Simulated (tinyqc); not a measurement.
Transistor under a ferroelectric capacitor (negative capacitance), static model: one step of the calculation.

A ferroelectric film of thickness tf lies between the gate and an inner metal at potential v, which drives an ordinary transistor. One domain, P = Q (background permittivity neglected): Vg = v + tf (2 al Q + 4 be Q^3), al = -3 sqrt(3) Ec/(4 Pr), be = 3 sqrt(3) Ec/(8 Pr^3). Gate charge Q(v) = Qi + Cp v with the channel charge Qi = Cox n Vt ln(1 + exp((v - VT)/(n Vt))). Q in uC/cm^2, E in kV/cm; 1 nm times 1 kV/cm is 1e-4 V. Domains, leakage and the switching time are left out.

Question. Gate voltage against inner potential. Q(v) and Vg(v) as above. C = dQ/dv = Cox/(1 + exp(-(v - VT)/(n Vt))) + Cp; dVg/dv = 1 + C tf (2 al + 12 be Q^2); gain = dv/dVg.

Inputs (values chosen for the exercise); Pr and Ec close to those of hafnium oxide based films: temperature T = 350 K; capacitance of the inner oxide Cox = 3.7 uF/cm^2; overlap capacitance per gate area Cp = 0.53 uF/cm^2; threshold of the inner transistor VT = 0.42 V; subthreshold factor of the inner transistor n = 1.17; ferroelectric thickness tf = 5.1 nm.

Constants: q = 1.602176634e-19 C, kB = 1.380649e-23 J/K, Vt = kB T/q. Results are converted to the units shown.

v, point 0 to 8 (V): 0  0.1  0.2  0.3  0.4  0.5  0.6  0.7  0.8
al = -86.602540 kV cm/uC
be = 0.19245009 kV cm^5/uC^3

Give: Q; C; Vg; dVg/dv.

Answer.

```
point  Q (uC/cm^2)  C (uF/cm^2)   Vg (V)   dVg/dv
0           0.0000      0.53003  0.00000  0.95318
1           0.0530      0.53043  0.09532  0.95315
2           0.1063      0.53724  0.19061  0.95255
3           0.1633      0.64942  0.28558  0.94265
4           0.2707       1.8693  0.37610  0.83503
5           0.5739       3.8826  0.44938  0.65854
6           0.9848       4.2076  0.51338  0.63313
7           1.4070       4.2287  0.57680  0.63632
8           1.8300       4.2299  0.64075  0.64304
```

dVg/dv is positive at all listed points; its smallest value, 0.633, means a gain of 1.58. Minimising dVg/dv over v puts the thickness at which the fold first appears at 13.9 nm.

tinyqc, about 0.02 s, one thread, Intel Xeon 2.30GHz (shared host): `OMP_NUM_THREADS=1 python tinyqc.py 2860023 2860024 out.jsonl`
